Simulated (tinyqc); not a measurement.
Kronig-Penney superlattice by transfer matrices, step by step. Values are carried at full precision from step to step, so a last printed digit may differ when a step is redone from the rounded ones.

Wells (width a, potential 0, mass mw) alternate with barriers (width b, height V0, mass mb); period d = a + b; c = hbar^2/2m0. The vector (psi, psi'/m) is continuous, and a layer of thickness t carries it by M = [[cos kt, (m/k) sin kt], [-(k/m) sin kt, cos kt]] with k = sqrt(m (E - V)/c); for E < V, k = i kappa gives [[cosh, (m/kappa) sinh], [(kappa/m) sinh, cosh]] of kappa t. A Bloch state obeys cos(q d) = tr(Mb Mw)/2.

Constants: hbar^2/2m0 = 3.80998211 eV angstrom^2; hbar = 6.58211957e-16 eV s.

Values chosen for the exercise (near those of an InGaAs superlattice with barriers of InP; shifted at random, so the results belong to these values and not to a real crystal): a = 158 angstrom (well width); b = 17 angstrom (barrier width); V0 = 0.238 eV (barrier height); mw = 0.04 m0 (mass in the wells); mb = 0.0768 m0 (mass in the barriers); E = 0.0757 eV (trial energy); F = 5 kV/cm (field along the axis).

## Layer matrices at one energy

Form the matrix of the well and of the barrier at E.

k in the well = 0.02819 1/angstrom
kappa in the barrier = 0.05720 1/angstrom

Mw (angstrom units):
```
[[-0.25529, -1.3719],
 [0.68143, -0.25529]]
```

Mb (angstrom units):
```
[[1.5112, 1.5213],
 [0.84381, 1.5112]]
```

## The matrix of one period

Multiply M = Mb Mw and take half the trace. If its size is at most 1, E lies in a miniband and q d = arccos(tr M/2); otherwise the state decays by exp(-arccosh|tr M/2|) a period.

M:
```
[[0.65086, -2.4615],
 [0.81435, -1.5434]]
```

tr M/2 = -0.4463
q d in a band, or the decay exponent in a gap = 2.033

E lies in a miniband; det M = 1.0000, as for any such product.

## Miniband edges

The edges are the energies where tr M/2 = +1 (q = 0) or -1 (q = pi/d); the first three minibands.

Minibands:
```
band  bottom (eV)  top (eV)  width (meV)
1          0.0144    0.0269         12.4
2          0.0653    0.1083         43.0
3          0.1653    0.2463         81.1
```

2 minibands of these lie wholly below V0. The first gap is 38.5 meV wide; the single well of width a has E1 = 0.0208 eV, inside the first miniband.

## Dispersion along the axis

Solve tr M/2 = cos(q d) inside each miniband at q d/pi = 0, 1/6, ..., 1. The cosine form is E_bottom + (W/2)(1 - cos q d) with the true width W.

Energies (eV):
```
q d/pi  band 1  cosine form  band 2
0.000   0.0144       0.0144  0.1083
0.167   0.0150       0.0153  0.1040
0.333   0.0167       0.0175  0.0946
0.500   0.0194       0.0206  0.0841
0.667   0.0226       0.0238  0.0747
0.833   0.0256       0.0260  0.0679
1.000   0.0269       0.0269  0.0653
```

The cosine form, which holds for hopping between neighbouring wells alone, misses band 1 by at most 1.3 meV, 10 % of its width.

## Mass along the axis

With f(E) = tr M/2, 1 - (q d)^2/2 = 1 + f'(E_bottom)(E - E_bottom) gives m_z = -2 c f'/d^2 (f' by a central difference of 1e-6 eV at the bottom of band 1). The cosine form gives 4 c/(W d^2), W the width of band 1 between tr M/2 = +1 and -1.

f' = -232.2 1/eV
m_z = 0.05778 m0
m_z of the cosine form = 0.04000 m0
W = 12.44 meV

The mass along the axis is 1.44 times mw.

## In a field along the axis

One-band picture: ladder spacing e F d, Bloch frequency e F d/(2 pi hbar), and extent W/(e F) of a Stark state, with W the width of band 1; 1 kV/cm = 1e-5 V/angstrom.

e F d = 8.750 meV
Bloch frequency = 2.116 THz
W/(e F d) = 1.42 periods

The state spreads over about 1 period.

## Checks

- Bottom of band 1 from 121 plane waves (the mass step taken by inverting the matrix of m) against the transfer matrix, eV: both 0.0144.

Computed by tinyqc, a small Python program: `OMP_NUM_THREADS=1 python tinyqc.py 1281494 1281495 out.jsonl` (the numbers bound the seed that draws the inputs); one thread of a shared host (Intel(R) Xeon(R) Processor @ 2.30GHz), about 0.05 s for the whole set of steps.
